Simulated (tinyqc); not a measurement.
## FinFET, parasitic resistance, capacitance and delay: effect of the spacer length

Nf fins under one contact; each has gated perimeter p = 2 Hf + Wf and cross-section A = Hf Wf; contact width Wc = Nf pf, stack height Hs = Hf. Contact length Lc = CPP - Lg - 2 Lsp, shared by two neighbouring gates. Source and drain sides are equal. The formulas are first-order estimates, not field solutions.

Epitaxy sheet resistance Rsh = re/te, transfer length LT = sqrt(rc/Rsh), contact Rc = [sqrt(rc Rsh)/Wc] coth(Lc/(2 LT)); extension of one fin Rx = rx Lsp/A. With N fins: gate Cg = Cinv p N Lg; per side, plate Cp = ks eps0 [Wc (Hs + Hc) - N A]/Lsp, top fringe Cf = (2/pi) ks eps0 Wc ln(1 + Lg/(2 Lsp)), overlap Co = Cinv p N Lov. One fin: I = p Q vx u/(1 + |u|^1.8)^(1/1.8), Q = Cinv n Vt ln(1 + exp((Vg' - VT + dl Vd')/(n Vt))), u = Vd' mu/(vx Lg), Vg' = Vgs - v, Vd' = Vds - 2 v, with the drop on each side v = Rc (sum of I) + Rx I. Ieff = [I(Vgs = Vdd, Vds = Vdd/2) + I(Vdd/2, Vdd)]/2, total currents. With Cs = Cp + Cf + Co, the load of an inverter of two such devices driving an equal one is CL = 2 (Cg + 2 Cs) + 4 Cs + Cw (own drains counted twice for the Miller effect); delay CL Vdd/(2 Ieff).

Parameters, values chosen for the exercise; values close to those of silicon logic devices:

| symbol | value | unit | meaning |
|---|---|---|---|
| T | 300 | K | temperature |
| Nf | 2 |  | number of fins |
| Hf | 50 | nm | fin height |
| Wf | 5 | nm | fin width |
| pf | 24 | nm | fin pitch |
| CPP | 60 | nm | contacted gate pitch |
| Lg | 12 | nm | gate length |
| ks | 7 |  | relative permittivity of the spacer |
| Hc | 30 | nm | gate height above the channel stack |
| rc | 3.6e-9 | ohm cm^2 | contact resistivity |
| re | 0.00052 | ohm cm | resistivity of the source-drain epitaxy |
| te | 25 | nm | current-carrying depth of the epitaxy |
| rx | 0.0019 | ohm cm | resistivity of the extension |
| Lov | 2 | nm | gate overlap |
| Cinv | 2.4 | uF/cm^2 | inversion capacitance |
| vx | 8.4e6 | cm/s | injection velocity |
| mu | 150 | cm^2/(V s) | apparent mobility |
| VT | 0.19 | V | threshold at zero drain voltage |
| dl | 0.039 | V/V | barrier lowering |
| n | 1.21 |  | subthreshold factor |
| Cw | 0.18 | fF | wire load |
| Vdd | 0.7 | V | supply voltage |

Constants: q = 1.602176634e-19 C, kB = 1.380649e-23 J/K, eps0 = 8.8541878128e-12 F/m, Vt = kB T/q. Results are converted to the units shown.

Effect of the spacer length:
```
Lsp (nm)  Rc (ohm)  Rx/N (ohm)  Ieff (uA)  CL (aF)  delay (ps)
2            372.1       76.00      119.1     1231       3.618
3            387.0       114.0      116.1    950.3       2.864
4            403.5       152.0      113.2    809.5       2.503
5            421.8       190.0      110.2    724.8       2.302
6            442.3       228.0      107.1    668.1       2.183
8            491.6       304.0      100.8    597.1       2.073
10           555.8       380.0      94.06    554.3       2.063
12           642.2       456.0      86.85    525.8       2.119
```

As Lsp goes from 2 to 12 nm, Ieff falls from 119 to 86.8 uA, CL falls from 1230 to 526 aF and the delay goes from 3.62 through a minimum of 2.06 (at Lsp = 10 nm among the rows listed) to 2.12 ps. A thin spacer costs capacitance, a thick one resistance and contact length, hence the minimum. For Lsp = 2 to 3 nm the spacer is under 3.5 nm, where leakage and breakdown between gate and contact would forbid it.

tinyqc, about 0.03 s, one thread, Intel Xeon 2.30GHz (shared host): `OMP_NUM_THREADS=1 python tinyqc.py 2170046 2170047 out.jsonl`
